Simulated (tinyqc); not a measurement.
Hartree-Fock atom on a uniform radial grid, spin-unpolarised, for Li+, step by step. Computed by tinyqc, a small Python program that keeps every step. Settings: Z = 3, points = 256, R = 7.2, functional = hf2, mixing = 1.0, iteration cap = 70. Command: `OMP_NUM_THREADS=1 python tinyqc.py 31345 31346 out.jsonl` (the two numbers bound the seeds that draw the settings). One thread of a shared host (Intel(R) Xeon(R) Processor @ 2.60GHz), about 0.1 s of CPU time with the checks. Later iterations appear only in the table of the cycle.

## Iteration 1

Spherical atom on a uniform radial grid r_j = j h with h = R/(N + 1), h sum u^2 = 1 and integrals as h times sums, u(0) = u(R) = 0 (atomic units):

| parameter | value |
|---|---|
| Z | 3 |
| points N | 256 |
| R | 7.200000 |
| h | 0.028016 |
| mixing | 1.000000 |
| electrons in 1s | 2 |

Three-point differences turn -u''/2 + [l(l+1)/2r^2 - Z/r + V] u = e u into a tridiagonal matrix (diagonal 1/h^2 + potential, off-diagonal -1/2h^2). D = sum f u^2; the Hartree potential y/r solves y'' = -D/r with y(0) = 0, y(R) = N_e; for two electrons in one orbital exchange is -V_H/2 (Hartree-Fock); E = sum f e - int D V + int D (V_H/2 + eps_xc); V(new) = V + mixing (V_H + v_xc - V).

eigenvalues (hartree): 1s -4.4921

Every 16th grid point:

| r | V in | u(1s) | D | V_H | v_xc |
|---|---|---|---|---|---|
| 0.4482 | 0.0000 | 1.2138 | 2.9465 | 3.7505 | -1.8752 |
| 0.8965 | 0.0000 | 0.6336 | 0.8030 | 2.1928 | -1.0964 |
| 1.3447 | 0.0000 | 0.2481 | 0.1231 | 1.4849 | -0.7425 |
| 1.7930 | 0.0000 | 0.0863 | 0.0149 | 1.1153 | -0.5576 |
| 2.2412 | 0.0000 | 0.0282 | 0.0016 | 0.8924 | -0.4462 |
| 2.6895 | 0.0000 | 0.0088 | 1.56e-04 | 0.7436 | -0.3718 |
| 3.1377 | 0.0000 | 0.0027 | 1.44e-05 | 0.6374 | -0.3187 |
| 3.5860 | 0.0000 | 0.0008 | 1.28e-06 | 0.5577 | -0.2789 |
| 4.0342 | 0.0000 | 2.35e-04 | 1.11e-07 | 0.4958 | -0.2479 |
| 4.4825 | 0.0000 | 6.83e-05 | 9.32e-09 | 0.4462 | -0.2231 |
| 4.9307 | 0.0000 | 1.96e-05 | 7.68e-10 | 0.4056 | -0.2028 |
| 5.3790 | 0.0000 | 5.58e-06 | 6.23e-11 | 0.3718 | -0.1859 |
| 5.8272 | 0.0000 | 1.58e-06 | 0 | 0.3432 | -0.1716 |
| 6.2755 | 0.0000 | 4.41e-07 | 0 | 0.3187 | -0.1594 |
| 6.7237 | 0.0000 | 1.16e-07 | 0 | 0.2975 | -0.1487 |
| 7.1720 | 0.0000 | 5.10e-09 | 0 | 0.2789 | -0.1394 |

total energy = -7.110489 hartree

## Iteration 2

As before.

eigenvalues (hartree): 1s -2.6830

Every 16th grid point:

| r | V in | u(1s) | D | V_H | v_xc |
|---|---|---|---|---|---|
| 0.4482 | 1.8752 | 1.1506 | 2.6478 | 3.4992 | -1.7496 |
| 0.8965 | 1.0964 | 0.7303 | 1.0666 | 2.1504 | -1.0752 |
| 1.3447 | 0.7425 | 0.3638 | 0.2647 | 1.4790 | -0.7395 |
| 1.7930 | 0.5576 | 0.1644 | 0.0540 | 1.1145 | -0.5573 |
| 2.2412 | 0.4462 | 0.0704 | 0.0099 | 0.8923 | -0.4461 |
| 2.6895 | 0.3718 | 0.0291 | 0.0017 | 0.7436 | -0.3718 |
| 3.1377 | 0.3187 | 0.0118 | 2.77e-04 | 0.6374 | -0.3187 |
| 3.5860 | 0.2789 | 0.0047 | 4.36e-05 | 0.5577 | -0.2789 |
| 4.0342 | 0.2479 | 0.0018 | 6.68e-06 | 0.4958 | -0.2479 |
| 4.4825 | 0.2231 | 0.0007 | 1.00e-06 | 0.4462 | -0.2231 |
| 4.9307 | 0.2028 | 2.72e-04 | 1.48e-07 | 0.4056 | -0.2028 |
| 5.3790 | 0.1859 | 1.04e-04 | 2.16e-08 | 0.3718 | -0.1859 |
| 5.8272 | 0.1716 | 3.93e-05 | 3.09e-09 | 0.3432 | -0.1716 |
| 6.2755 | 0.1594 | 1.46e-05 | 4.27e-10 | 0.3187 | -0.1594 |
| 6.7237 | 0.1487 | 4.89e-06 | 4.79e-11 | 0.2975 | -0.1487 |
| 7.1720 | 0.1394 | 2.42e-07 | 0 | 0.2789 | -0.1394 |

total energy = -7.219212 hartree

## Iteration 3

As before.

eigenvalues (hartree): 1s -2.8046

Every 16th grid point:

| r | V in | u(1s) | D | V_H | v_xc |
|---|---|---|---|---|---|
| 0.4482 | 1.7496 | 1.1620 | 2.7007 | 3.5432 | -1.7716 |
| 0.8965 | 1.0752 | 0.7155 | 1.0238 | 2.1584 | -1.0792 |
| 1.3447 | 0.7395 | 0.3457 | 0.2390 | 1.4802 | -0.7401 |
| 1.7930 | 0.5573 | 0.1517 | 0.0461 | 1.1147 | -0.5574 |
| 2.2412 | 0.4461 | 0.0632 | 0.0080 | 0.8923 | -0.4461 |
| 2.6895 | 0.3718 | 0.0254 | 0.0013 | 0.7436 | -0.3718 |
| 3.1377 | 0.3187 | 0.0100 | 2.00e-04 | 0.6374 | -0.3187 |
| 3.5860 | 0.2789 | 0.0039 | 3.00e-05 | 0.5577 | -0.2789 |
| 4.0342 | 0.2479 | 0.0015 | 4.37e-06 | 0.4958 | -0.2479 |
| 4.4825 | 0.2231 | 0.0006 | 6.24e-07 | 0.4462 | -0.2231 |
| 4.9307 | 0.2028 | 2.09e-04 | 8.77e-08 | 0.4056 | -0.2028 |
| 5.3790 | 0.1859 | 7.79e-05 | 1.21e-08 | 0.3718 | -0.1859 |
| 5.8272 | 0.1716 | 2.88e-05 | 1.66e-09 | 0.3432 | -0.1716 |
| 6.2755 | 0.1594 | 1.04e-05 | 2.18e-10 | 0.3187 | -0.1594 |
| 6.7237 | 0.1487 | 3.43e-06 | 2.36e-11 | 0.2975 | -0.1487 |
| 7.1720 | 0.1394 | 1.68e-07 | 0 | 0.2789 | -0.1394 |

total energy = -7.222144 hartree

## Convergence

Stop when input and output potentials agree to 1e-7.

Course of the cycle (hartree):

| iteration | E | e(1s) | largest \|V(out) - V(in)\| |
|---|---|---|---|
| 1 | -7.110489 | -4.4921 | 2.99e+00 |
| 2 | -7.219212 | -2.6830 | 3.65e-01 |
| 3 | -7.222144 | -2.8046 | 6.22e-02 |
| 4 | -7.222229 | -2.7832 | 1.05e-02 |
| 5 | -7.222231 | -2.7868 | 1.78e-03 |
| 6 | -7.222231 | -2.7861 | 3.00e-04 |
| 7 | -7.222231 | -2.7862 | 5.08e-05 |
| 8 | -7.222231 | -2.7862 | 8.58e-06 |
| 9 | -7.222231 | -2.7862 | 1.45e-06 |
| 10 | -7.222231 | -2.7862 | 2.45e-07 |
| 11 | -7.222231 | -2.7862 | 4.14e-08 |

Converged in 11 iterations. A uniform grid resolves the cusp poorly: for a bare nucleus this grid gives 1s at -4.49208 against -Z^2/2 = -4.5 hartree. Before convergence this energy mixes input and output and is not variational, so it may rise towards its limit.
